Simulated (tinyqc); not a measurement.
## Field, mass and barrier from the scaled variables

Inverse problem. A barrier edge falls as U0 - F x over a width d with F = V/d. With e = (C F^2/m1)^(1/3), C = hbar^2/(2 m0), the Airy arguments at its edges are z1 = (U0 - E)/e and z2 = (U0 - V - E)/e. Find e, m1 and U0.

Parameters, values chosen for the exercise:
- E = 0.034 eV (electron energy)
- d = 7.2 nm (barrier width)
- V = 0.08 V (voltage across the barrier)

Constants: q = 1.602176634e-19 C, hbar = 1.054571817e-34 J s, m0 = 9.1093837015e-31 kg, hbar^2/(2 m0) = 0.0380998212 eV nm^2. Results are converted to the units shown.

z1 and z2: 5.7985790  3.6509571

Solution. z1 - z2 = V/e gives e, its definition gives m1, and U0 = E + z1 e.

e = 0.03725 eV
m1 = 0.09100 m0
U0 = 0.2500 eV

Computed by the program tinyqc: `OMP_NUM_THREADS=1 python tinyqc.py 2580039 2580040 out.jsonl`, one thread of a shared Intel Xeon 2.30GHz, about 0.01 s for the whole run.
